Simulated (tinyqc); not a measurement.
Molecular dynamics of a small cluster by velocity Verlet steps: one step, computed by the program tinyqc.

E = sum_i {sum_j A exp(-p (r_ij/r0 - 1)) - xi sqrt(rho_i)}, rho_i = sum_j exp(-2 q (r_ij/r0 - 1)); the force on i is -sum_j w_ij (R_i - R_j)/r_ij with w_ij = -(2p/r0) A exp(-p (r_ij/r0 - 1)) + (xi q/r0) exp(-2 q (r_ij/r0 - 1)) (rho_i^(-1/2) + rho_j^(-1/2)).

Question. Step 1. Velocity Verlet: a = c F/M with c = 9.648533212e-3 angstrom/fs^2 per eV/(angstrom u); R(new) = R + v dt + a dt^2/2; v(new) = v + (a + a(new)) dt/2. Kinetic energy K = M v^2/(2c); temperature T = 2K/((3N - 3) k_B), rotation of the cluster included. After each step v is scaled by sqrt(1 + (dt/tau)(T0/T - 1)).

Inputs (values chosen for the exercise, for model atoms):

| quantity | value | unit |
|---|---|---|
| length r0 | 3.09 | angstrom |
| repulsion A | 0.17 | eV |
| hopping xi | 2.14 | eV |
| decay p | 11.5 | - |
| decay q | 3.17 | - |
| atomic mass M | 194 | u |
| time step dt | 6.5 | fs |
| target temperature T0 | 300 | K |
| coupling time tau | 100 | fs |

Potential: Gupta. Thermostat: Berendsen.

starting positions (angstrom):
```
           x      y      z
atom 1  0.03  -0.03   0.05
atom 2  2.81  -0.02  -0.01
atom 3  1.41   2.49  -0.02
atom 4  1.44   0.86   2.28
atom 5  1.37   0.84  -2.37
```

starting velocities (angstrom/fs):
```
               x         y         z
atom 1   0.00096   0.00145  -0.00178
atom 2   0.00027  -0.00189  -0.00089
atom 3  -0.00193  -0.00023   0.00071
atom 4   0.00082    0.0005   0.00018
atom 5  -0.00012   0.00018   0.00178
```

Constants: 1 eV/(angstrom u) = 9.648533212e-03 angstrom/fs^2; k_B = 8.617333262e-05 eV/K.

Give: positions after step 1; new forces; velocities after step 1; total energy.

Answer.

positions after step 1 (angstrom):
```
            x       y       z
atom 1  0.035  -0.021   0.038
atom 2  2.813  -0.033  -0.016
atom 3  1.397   2.489  -0.016
atom 4  1.445   0.863   2.282
atom 5  1.369   0.841  -2.358
```

new forces (eV/angstrom):
```
             x       y       z
atom 1  -1.215  -0.391  -0.450
atom 2   0.967  -0.131  -0.384
atom 3   0.090   0.473  -0.318
atom 4   0.116   0.076   0.888
atom 5   0.041  -0.027   0.264
```

velocities after step 1 (angstrom/fs):
```
                x          y          z
atom 1   0.000580   0.001331  -0.001939
atom 2   0.000583  -0.001930  -0.001025
atom 3  -0.001901  -0.000088   0.000597
atom 4   0.000850   0.000531   0.000482
atom 5  -0.000112   0.000167   0.001885
```

total energy = -18.21 eV
